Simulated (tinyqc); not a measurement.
From results to parameters: minimal-basis H2. Computed by the program tinyqc with PySCF.

Problem. For two electrons in the two orbitals of minimal-basis H2, the CIS energies are e2 - e1 - J12 + 2 K12 and e2 - e1 - J12, and E_corr = D - sqrt(D^2 + K12^2) with 2D the energy of the double excitation. Find J12, K12, D, the MP2 energy and the weight of the double excitation.

orbital gap e2 - e1 = 1.40522833 hartree
CIS singlet and triplet energies (hartree): 1.075778  0.723398
FCI correlation energy = -0.01665604 hartree

Solution. Half the singlet-triplet splitting is K12, the gap less the triplet energy is J12, D = (E_corr^2 - K12^2)/(2 E_corr), MP2 is -K12^2/(2 gap), and the weight is c^2/(1 + c^2) with c = E_corr/K12.

J12, K12, D (hartree): 0.6818  0.1762  0.9236
MP2 correlation energy = -0.011046 hartree
weight of the double excitation = 0.009
